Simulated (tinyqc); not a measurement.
Switching field against angle and time: single-domain magnet: Stoner-Wohlfarth switching, Neel-Arrhenius retention, LLG dynamics and spin torque. Computed by tinyqc, a small Python program. Command: `OMP_NUM_THREADS=1 python tinyqc.py 3010460 3010461 out.jsonl macro walk`. One thread of a shared host (Intel(R) Xeon(R) Processor @ 2.30GHz), about 0.03 s of CPU time with the checks.

The moment is uniform, with unit vector m; z is the easy axis. mu_0 = 1.25663706212e-6 T m/A, gamma = 1.76085963023e11 rad/(s T).

Inputs (values chosen for the exercise, for a model magnet):
```
quantity                      value    unit
saturation magnetisation M_s   1270    kA/m
diameter d                       29      nm
thickness t                     1.8      nm
interface anisotropy K_i       2.86  mJ/m^2
bulk anisotropy K_u               0  kJ/m^3
exchange stiffness A            8.3    pJ/m
temperature T                   450       K
attempt frequency f0              2     GHz
waiting time t_w              0.001       s
```

Shape: thin disc, easy axis normal to it.

Constants: k_B = 1.380649e-23 J/K.

Method:
- The disc is treated as an oblate spheroid with p = t/d: N_z = [1 - p arccos(p)/sqrt(1 - p^2)]/(1 - p^2); V = pi d^2 t/4; K_eff = K_u + K_i/t + K_shape, K_shape = -(mu_0 M_s^2/4)(3 N_z - 1); mu_0 H_K = 2 K_eff/M_s.
- Delta = K_eff V/(k_B T); tau = exp(Delta)/f0; probability of a flip within t_w: P = 1 - exp(-t_w/tau). Wall width parameter sqrt(A/K_eff); a two-domain state costs 4 sqrt(A K_eff) times the cross-section that the wall cuts (d t).
- Energy over K_eff V: e(theta) = sin^2(theta) + 2 h cos(theta - psi) for m at the angle theta from +z and a field that points at psi from -z (it pulls m away from +z towards negative theta); h_sw = (cos^(2/3) psi + sin^(2/3) psi)^(-3/2).
- Switching field at T: the h at which the exact barrier equals ln(f0 t_w/ln 2) k_B T (0 if the zero-field barrier is lower). Sharrock form: h_sw [1 - (ln(f0 t_w/ln 2)/Delta)^(1/n)], n = 0.86 + 1.14 h_sw.

stability factor Delta = 136.399

Fields over H_K:
```
psi (degrees)  h_sw at T = 0  thermal, exact barrier  thermal, Sharrock form
1                    0.90707                 0.64539                 0.62552
10                   0.67381                 0.51431                 0.50104
20                   0.57365                 0.44465                 0.44091
30                   0.52402                 0.40857                 0.40946
45                   0.50000                 0.39083                 0.39383
60                   0.52402                 0.40857                 0.40946
75                   0.61466                 0.47375                 0.46606
89                   0.90707                 0.64539                 0.62552
```

What does the comparison show, and why?

At T = 0 the field is least at 45 degrees, H_K/2, and symmetric about it. Thermal help lowers it to 71 % at 1 degree and 78 % at 45 degrees; the Sharrock form misses the exact barrier by at most about 0.020 H_K, at psi = 1 (and its mirror angle). Caution: a flat cylinder has a smaller N_z than the spheroid of the same t/d, so K_eff of a real disc is larger. Caution: a domain wall can cross the element at lower cost, so the single-domain barrier is an upper bound.

Extremes, crossings and ranges named in words are read from the listed rows.
